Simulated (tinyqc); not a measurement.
# Polycrystalline film, grain-boundary barriers (Seto model): effects of single changes

One-dimensional grains of size Lg with donors N; each boundary has Qt acceptor-like traps per area at one level Et below the band edge. Trapped electrons qt deplete a width w = qt/N (both sides together) and raise a barrier Vb = q N w^2/(8 eps0 eps_r). Current crosses the barriers by thermionic emission at small bias. Abrupt depletion, full ionisation, Boltzmann statistics.

Inputs (values chosen for the exercise); values close to those of polycrystalline silicon: temperature T = 300 K; relative permittivity of the semiconductor eps_r = 11.7; grain size Lg = 400 nm; trap density at a boundary Qt = 1.3e12 cm^-2; donor density N = 6e16 cm^-3; mobility inside a grain mg = 200 cm^2/(V s); collection velocity at the barrier vc = 3.8e6 cm/s; conduction-band density of states at T Nc = 2.8e19 cm^-3; trap level below the band edge Et = 0.36 eV.

Constants: q = 1.602176634e-19 C, kB = 1.380649e-23 J/K, Vt = kB T/q, eps0 = 8.8541878128e-14 F/cm where lengths are in cm. Results are converted to the units shown.

Each table varies one quantity; the others keep the values above.

## Effect of the grain size

Partly depleted grains: the density at the grain centre is n0 = N and qt = Qt/(1 + 2 (Nc/N) exp((Vb - Et)/Vt)). If that gives qt >= N Lg, the grains are fully depleted: qt = N Lg, w = Lg and n0 = 2 Nc exp((Vb - Et)/Vt)/(Qt/(N Lg) - 1). Resistivity: barriers rb = Vt exp(Vb/Vt)/(q n0 vc Lg), grain interior rg = (1 - w/Lg)/(q mg N); effective mobility 1/(q N (rb + rg)).

Result of one run:
```
Lg (nm),w/Lg,Vb (V),n0 (cm^-3),resistivity (ohm cm)
210,0.58667,0.17606,6.0000e16,30.790
```

What becomes of these results when the grain size Lg is changed from 210 to 1500 nm, all else the same?

Result of the changed run:
```
Lg (nm),w/Lg,Vb (V),n0 (cm^-3),resistivity (ohm cm)
1500,0.082134,0.17606,6.0000e16,4.7579
```

The whole series:
```
Lg (nm),w/Lg,Vb (V),n0 (cm^-3),resistivity (ohm cm)
80,1.0000,0.074236,5.1880e14,180.73
130,0.94770,0.17606,6.0000e16,49.417
210,0.58667,0.17606,6.0000e16,30.790
340,0.36236,0.17606,6.0000e16,19.216
560,0.22000,0.17606,6.0000e16,11.871
910,0.13539,0.17606,6.0000e16,7.5054
1500,0.082134,0.17606,6.0000e16,4.7579
2400,0.051334,0.17606,6.0000e16,3.1687
```

As Lg goes from 80 to 2400 nm, the barrier rises from 0.0742 to 0.176 V and the resistivity falls from 181 to 3.17 ohm cm. The grains are fully depleted in 1 of the 8 rows.

## Effect of the donor density

Same model as above.

Results:
```
N (cm^-3),w/Lg,Vb (V),n0 (cm^-3),resistivity (ohm cm)
1.6e15,1.000,0.04949,1.762e13,408.6
3.3e15,1.000,0.1021,2.940e14,187.2
6.7e15,0.8924,0.1650,6.700e15,94.35
1.4e16,0.6287,0.1712,1.400e16,57.79
2.8e16,0.4499,0.1753,2.800e16,34.04
5.7e16,0.3161,0.1762,5.700e16,17.38
1.2e17,0.2125,0.1677,1.200e17,6.008
2.4e17,0.1315,0.1283,2.400e17,0.7463
9.8e17,0.03316,0.03333,9.800e17,0.03472
```

Estimate the missing row, N = 4.8e17 cm^-3.

Computed row:
```
N (cm^-3),w/Lg,Vb (V),n0 (cm^-3),resistivity (ohm cm)
4.8e17,0.06761,0.06787,4.800e17,0.09116
```

With this row back in the table: As N goes from 1.6e15 to 9.8e17 cm^-3, the barrier goes from 0.0495 through a maximum of 0.176 (at N = 5.7e16 cm^-3 among the rows listed) to 0.0333 V and the resistivity falls from 409 to 0.0347 ohm cm. The grains are fully depleted in 2 of the 10 rows. The steepest fall, as N^(-3.0), lies between 2.4e17 and 4.8e17 cm^-3; N* = 3.25e16 cm^-3. The barrier grows with N while the grains are depleted and shrinks once they are not, hence the maximum. At N = 1.6e15, 9.8e17 cm^-3 the barrier is under 2 Vt, where the depletion and emission pictures are rough.

Numbers from tinyqc (`OMP_NUM_THREADS=1 python tinyqc.py 2610047 2610048 out.jsonl`; about 0.01 s on one thread of a shared Intel Xeon 2.30GHz).
